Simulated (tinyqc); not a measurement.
Current of a Schottky diode by thermionic-emission-diffusion theory, and its read-back from I-V-T and C-V data: one step, computed by the program tinyqc. Command: `OMP_NUM_THREADS=1 python tinyqc.py 3017396 3017397 out.jsonl schottky walk`. One thread of a shared host (Intel(R) Xeon(R) Processor @ 2.30GHz), about 0.01 s of CPU time with the checks.

Full ionisation, no tunnelling, no recombination current. V is the voltage across the junction itself, forward positive.

Question. Current. N_c(T) = N_c (T/300 K)^(3/2); V_bi = phi_0 - (k_B T/e) ln(N_c(T)/N); surface field F = sqrt(2 e N (V_bi - V - k_B T/e)/(eps eps_0)); image lowering d_phi = sqrt(e F/(4 pi eps eps_0)); effective barrier phi = phi_0 - d_phi - sigma^2 (1 - rho V)/(2 k_B T). Collection velocity v_R = A* T^2/(e N_c(T)); diffusion velocity v_D = mu F; J = e N_c(T) v_R/(1 + v_R/v_D) exp(-phi/k_B T) [exp(e V/k_B T) - 1]. Terminal voltage V + J R_s.

Inputs (values chosen for the exercise, modelled on n-type GaAs):
```
quantity                                     value           unit
Richardson constant A*                        7.79   A/(cm^2 K^2)
effective density of states at 300 K, N_c  4.9e+17         1/cm^3
permittivity eps                              12.9              -
mobility mu                                   6800     cm^2/(V s)
barrier without image force phi_0 (mean)     0.757             eV
doping N                                   1.5e+16         1/cm^3
series resistance R_s                         0.22  milliohm cm^2
junction voltage V                            0.32              V
temperature T                                  423              K
standard deviation sigma                        94            meV
relative change of sigma^2 with bias, rho     0.36            1/V
```

Barrier: Gaussian spread of heights.

Constants: k_B = 8.617333262e-05 eV/K; e = 1.602176634e-19 C; eps_0 = 8.8541878128e-12 F/m.

Give: v_R; v_D; current density J; terminal voltage.

Answer.

v_R = 1.0604e+07 cm/s

v_D = 2.2261e+08 cm/s

current density J = 264.74 A/cm^2

terminal voltage = 0.37824 V

v_D/v_R = 21.0: emission over the barrier limits the current.
